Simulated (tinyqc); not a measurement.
What moves the results: zigzag graphene nanoribbon in tight binding. A value that a table varies takes the place of the one given here.

A zigzag ribbon of N chains, sites A1, B1, A2, ..., BN across it. For each k it is a chain with bonds -2t cos(k/2) (A_n to B_n) and -t (B_n to A_(n+1)), and +D, -D on A and B. A1 and BN are the edge sites; the Dirac points project to k = 2 pi/3.

Inputs chosen for the exercise (near those used for graphene; shifted at random, so the results belong to these values and not to a real crystal):

| symbol | value | unit | meaning |
|---|---|---|---|
| t | 2.82 | eV | hopping |
| D | 0.08 | eV | sublattice potential, +D on A and -D on B |
| Nw | 8 |  | chains, N of this table |
| k | 2.32 |  | k times the period sqrt3 acc |
| N | 6 |  | zigzag chains |

## The flat edge band

A ribbon of N = Nw chains: lowest positive level, next level, and weight on the two edge sites per state of the middle pair, along k.

Along k:

| k/pi | 2 cos(k/2) | lowest level (eV) | next (eV) | edge weight |
|---|---|---|---|---|
| 0.50 | 1.4142 | 1.51399 | 2.3376 | 0.109 |
| 0.60 | 1.1756 | 0.91667 | 1.8338 | 0.158 |
| 0.65 | 1.0450 | 0.62014 | 1.6095 | 0.209 |
| 0.70 | 0.9080 | 0.35488 | 1.4433 | 0.298 |
| 0.75 | 0.7654 | 0.16418 | 1.3860 | 0.441 |
| 0.80 | 0.6180 | 0.08822 | 1.4819 | 0.620 |
| 0.85 | 0.4669 | 0.08015 | 1.7187 | 0.782 |
| 0.90 | 0.3129 | 0.08000 | 2.0451 | 0.902 |
| 0.95 | 0.1569 | 0.08000 | 2.4202 | 0.975 |
| 1.00 | 0.0000 | 0.08000 | 2.8211 | 1.000 |

What can be read from the table?

Beyond k = 2 pi/3 the lowest level sinks towards D = 0.08 eV: it is within 1 meV of that from k/pi = 0.85 on. The edge weight grows from 0.30 at 0.70 to 1 at pi, where the chain breaks into dimers and the next level is sqrt(t^2 + D^2) = 2.8211 eV. So flat a band is sensitive to interactions, which this model leaves out; they matter once they exceed the splitting of the middle pair (2D, or for D = 0 only the small overlap of the two edges).

## Lowest level against width

D = 0; lowest positive level at the given k, and the estimate t x^N (1 - x^2), x = 2 cos(k/2) (a dash if x >= 1).

Level (eV):

| N | matrix | estimate |
|---|---|---|
| 2 | 1.247 | 0.6514 |
| 3 | 0.8051 | 0.5202 |
| 4 | 0.5615 | 0.4155 |
| 5 | 0.4096 | 0.3319 |
| 6 | 0.3073 | 0.2650 |
| 8 | 0.1819 | 0.1691 |
| 10 | 0.1118 | 0.1078 |
| 14 | 0.04425 | 0.04388 |

What can be read from the table?

With x = 0.7987 < 1 the level falls exponentially: from N = 10 to 14 by a factor 0.396, against x^4 = 0.407.

## What each parameter does

The two lowest positive levels at k and the weight on the two edge sites per state of the middle pair. Each row changes one parameter from the base and keeps the others.

Results:

| case | lowest (eV) | next (eV) | edge weight |
|---|---|---|---|
| base | 0.3175 | 1.7708 | 0.4446 |
| t = 2.961 eV | 0.3324 | 1.8591 | 0.4446 |
| N = 7 | 0.2482 | 1.5523 | 0.4203 |
| D = 0.18 eV | 0.3561 | 1.7781 | 0.4446 |
| k = 2.22 | 0.4672 | 1.8533 | 0.3715 |

What does this show?

The largest shifts from the base row, up to three for each result and ties (the steps differ in size, so this ranks the rows, not the parameters). lowest (eV): k +0.1497, N -0.0694, D +0.0386. next (eV): N -0.2184, t +0.0884, k +0.0825. edge weight: k -0.0731, N -0.0243; unchanged at the printed digits by t and D.

Program tinyqc; command `OMP_NUM_THREADS=1 python tinyqc.py 1451941 1451942 out.jsonl`; about 0.01 s on one thread of a shared Intel(R) Xeon(R) Processor @ 2.30GHz.
